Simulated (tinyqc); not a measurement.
Comparisons within one model: quasiparticle equation with a plasmon-pole self-energy for two band edges. A value that a table varies takes the place of the one given here.

For each edge E = e + X + Sc(E), with the correlation part Sc(E) = A[0]/(E - a + w) + A[1]/(E - b - w); a and b are the valence and conduction energies that enter the Green function (a = ev, b = ec in the one-shot scheme). Z = 1/(1 - dSc/dE), dSc/dE = -A[0]/(E - a + w)^2 - A[1]/(E - b - w)^2.

Inputs chosen for the exercise (scales of the order of those of diamond; not measured data): ev = 0 eV (mean-field valence top); ec = 4.29 eV (mean-field conduction edge); w = 27.2 eV (pole energy); Av = (174.2, 70.2) eV^2 (weights of the valence state on the hole and electron poles); Ac = (72.8, 163.8) eV^2 (the same for the conduction state); Xv = -5.16 eV (exchange minus the mean-field potential, valence); Xc = 4.52 eV (the same, conduction).

## Schemes compared

Z = 1; linearised; exact one-shot; energies updated in G (a, b); updated in G and W, where w grows by half of the opening of the gap (a rule chosen for the exercise).

Results (eV):

| scheme | Ev | Ec | gap | opening |
|---|---|---|---|---|
| mean field | 0.000 | 4.290 | 4.290 | 0.000 |
| Z = 1 | -0.985 | 5.100 | 6.085 | 1.795 |
| linearised | -0.754 | 4.915 | 5.669 | 1.379 |
| one-shot, exact | -0.751 | 4.914 | 5.665 | 1.375 |
| update G | -0.878 | 4.989 | 5.868 | 1.578 |
| update G and W | -1.015 | 5.110 | 6.125 | 1.835 |

The openings run from 1.375 (one-shot, exact) to 1.835 eV (update G and W). Linearising moves the gap by 5 meV, updating G +203 meV and updating W a further +257 meV: once Z is kept, the level of self-consistency matters more than linearising.

## The starting point

The mean-field gap is opened by d (ev lowered by d/2, ec raised by d/2) and X is changed by the opposite amounts, so that e + X stays; one-shot and G-updated gaps.

Gaps (eV):

| d | start | one-shot | update G |
|---|---|---|---|
| 0.0 | 4.290 | 5.6647 | 5.8680 |
| 0.2 | 4.490 | 5.6908 | 5.8680 |
| 0.4 | 4.690 | 5.7168 | 5.8680 |
| 0.6 | 4.890 | 5.7426 | 5.8680 |
| 0.9 | 5.190 | 5.7812 | 5.8680 |
| 1.2 | 5.490 | 5.8194 | 5.8680 |
| 1.6 | 5.890 | 5.8701 | 5.8680 |

The one-shot gap moves by a fraction 0.13 of any change of the starting gap, while the updated gap, 5.8680 eV, does not depend on it. The two agree where the start already equals the result, near d = 1.58 eV. A real change of starting point alters the orbitals and the screening too; this model holds both fixed.

## What each parameter does

Exact one-shot edges and Z of the valence state there. Each row changes one parameter from the base and keeps the others.

Results:

| case | Ev (eV) | Ec (eV) | gap (eV) | Z |
|---|---|---|---|---|
| base | -0.7511 | 4.9136 | 5.6647 | 0.7596 |
| w = 28.56 eV | -0.9326 | 5.0766 | 6.0092 | 0.7754 |
| Xv = -5.26 eV | -0.8270 | 4.9136 | 5.7406 | 0.7589 |
| Xc = 4.62 eV | -0.7511 | 4.9903 | 5.7414 | 0.7596 |
| ec = 4.39 eV | -0.7460 | 5.0082 | 5.7541 | 0.7598 |
| Av = (182.91, 70.2) eV^2 | -0.5029 | 4.9136 | 5.4165 | 0.7546 |
| Ac = (72.8, 171.99) eV^2 | -0.7511 | 4.6788 | 5.4299 | 0.7596 |

The largest shifts from the base row, up to three for each result and ties (the steps differ in size, so this ranks the rows, not the parameters). Ev (eV): Av +0.2481, w -0.1816, Xv -0.0759; unchanged at the printed digits by Xc and Ac. Ec (eV): Ac -0.2348, w +0.1630, ec +0.0946; unchanged at the printed digits by Xv and Av. gap (eV): w +0.3446, Av -0.2481, Ac -0.2348. Z: w +0.0158, Av -0.0050, Xv -0.0006; unchanged at the printed digits by Xc and Ac.

tinyqc: `OMP_NUM_THREADS=1 python tinyqc.py 1881049 1881050 out.jsonl`; about 0.02 s, one thread, shared Intel(R) Xeon(R) Processor @ 2.30GHz.
